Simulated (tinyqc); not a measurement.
# Sub-threshold conduction and electro-thermal threshold of an amorphous chalcogenide: resistance drift

Trap-limited conduction: I = I0 exp(-Ea/kB T) sinh(q V dz/(2 ua kB T)), I0 = 2 q A Nt dz/ta. One lumped temperature T = T0 + Rt I V. The threshold is the largest V for which a steady state exists on the low-current branch.

The low-field resistance drifts as R = R0 (t/1 s)^nu, R0 = 2 ua kB T0 exp(Ea/kB T0)/(q dz I0). Read as a growth of Ea, this is dEa = nu kB T0 ln(t/1 s).

Values chosen for this exercise; values of the order of Ge-Sb-Te and related chalcogenides:

| symbol | value | unit | meaning |
|---|---|---|---|
| T0 | 300 | K | ambient temperature |
| A | 2100 | nm^2 | cross-section |
| ua | 35 | nm | amorphous thickness |
| dz | 4.3 | nm | distance between traps |
| Ea | 0.37 | eV | activation energy |
| Nt | 3.5e19 | cm^-3 | trap density |
| ta | 2e-14 | s | attempt time |
| nu | 0.12 |  | drift exponent |

Constants: q = 1.602176634e-19 C, kB = 1.380649e-23 J/K. Results are converted to the units shown.

Resistance drift:

| t (s) | R (Mohm) | R/R0 | dEa (meV) |
|---|---|---|---|
| 0.001 | 59.619 | 0.43652 | -21.430 |
| 0.1 | 103.61 | 0.75858 | -7.1432 |
| 1 | 136.58 | 1.0000 | 0 |
| 100 | 237.35 | 1.7378 | 14.286 |
| 10000 | 412.46 | 3.0200 | 28.573 |
| 1e6 | 716.78 | 5.2481 | 42.859 |
| 3e8 | 1421.1 | 10.405 | 60.554 |

R grows by a factor of 1.32 a decade and 10.4 from 1 s to 3e8 s. A level that lies a factor of 3 below a fixed read threshold at 1 s reaches it after 9460 s.

Range of the model: Purely electronic switching mechanisms, filaments and series resistance are left out.

tinyqc, about 0.01 s, one thread, Intel Xeon 2.30GHz (shared host): `OMP_NUM_THREADS=1 python tinyqc.py 2490117 2490118 out.jsonl`
